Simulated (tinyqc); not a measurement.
## Switching power and leakage at the onset of runaway

Inverse problem. T = T0 + Rth P(T), P(T) = Pd + Pl (T/300 K)^2 exp[(q Ea/kB)(1/(300 K) - 1/T)]. At the onset of runaway the loop gain Rth dP/dT equals one as well. Find Pd and the critical Pl.

Values chosen for this exercise: ambient temperature T0 = 320 K; activation energy of the leakage Ea = 0.4 eV; thermal resistance Rth = 4.8 K/W.

Constants: q = 1.602176634e-19 C, kB = 1.380649e-23 J/K. Results are converted to the units shown.

temperature at the onset of runaway = 369.90545 K

Answer. With s = 2/T + q Ea/(kB T^2), unit gain means Rth (P - Pd) = 1/s; the heat balance then gives Pd, and the leakage term Pl.

Pd = 5.100 W
critical Pl = 0.1871 W

Numbers from tinyqc (`OMP_NUM_THREADS=1 python tinyqc.py 2520062 2520063 out.jsonl`; about 0.01 s on one thread of a shared Intel Xeon 2.30GHz).
